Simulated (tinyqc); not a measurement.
# Resistance of a tapered via with liner, size effect and interface, step by step

Program tinyqc, `OMP_NUM_THREADS=1 python tinyqc.py 2750118 2750119 out.jsonl`; Intel Xeon 2.30GHz, shared host, one thread, about 0.01 s. Printed values are rounded.

A round via whose diameter grows from db at the bottom as D(z) = db + 2 z/tan(ang). The fill, of diameter D - 2 tl, starts above the bottom liner (thickness fb tl) and has rho = rho0 (1 + ks lam/(D - 2 tl)); the sidewall liner conducts in parallel with it. The bottom liner and the interface are crossed over the full area pi db^2/4. Spreading in the lines above and below is left out.

Parameters, values chosen for the exercise; fill metal close to ruthenium:
- db = 40 nm (diameter at the bottom)
- hv = 150 nm (height)
- ang = 88 degrees (sidewall angle)
- rho0 = 7.58 uohm cm (bulk resistivity of the fill)
- lam = 6.75 nm (mean free path of the fill)
- ks = 0.8 (size-effect factor)
- tl = 0.1 nm (liner on the sidewall)
- fb = 0.5 (liner at the bottom over that on the sidewall)
- rl = 220 uohm cm (resistivity of the liner)
- ri = 9.1e-13 ohm cm^2 (interface resistivity at the bottom)
- Sb = 1.5e15 S/m^2 (ballistic conductance per area, about 3/(4 rho0 lam))

## Slices of the via

Slices between z0 = fb tl and hv, evaluated at their midpoints: conductance per length pi/4 [(D - 2 tl)^2/rho + (D^2 - (D - 2 tl)^2)/rl], slice resistance = slice height over that. 8 slices.

z, slice 0 to 7 (nm): [9.421875, 28.16562, 46.90937, 65.65313, 84.39687, 103.1406, 121.8844, 140.6281]
D, slice 0 to 7 (nm): [40.65804, 41.96713, 43.27622, 44.58532, 45.89441, 47.20350, 48.51259, 49.82168]
rho, slice 0 to 7 (uohm cm): [8.591715, 8.560005, 8.530223, 8.502197, 8.475777, 8.450829, 8.427233, 8.404881]
slice resistance, slice 0 to 7 (ohm): [1.252186, 1.170602, 1.096718, 1.029598, 0.9684412, 0.9125639, 0.8613763, 0.8143689]

## Total resistance

R_fill = sum of the slices; R_bottom = rl fb tl/(pi db^2/4); R_interface = ri/(pi db^2/4); ballistic (Sharvin) limit 1/(Sb pi (db - 2 tl)^2/4); ideal cylinder rho0 hv/(pi db^2/4).

parts (ohm): fill 8.105854, bottom liner 0.08753522, interface 0.07241550
R = 8.265804 ohm
shares (%): fill 98.06491, bottom liner 1.05900, interface 0.87609
ballistic limit = 0.5358617 ohm
ideal cylinder = 9.047959 ohm

The fill is the largest part, and R is 0.914 times the ideal cylinder. With 2000 slices R = 8.2678 ohm.
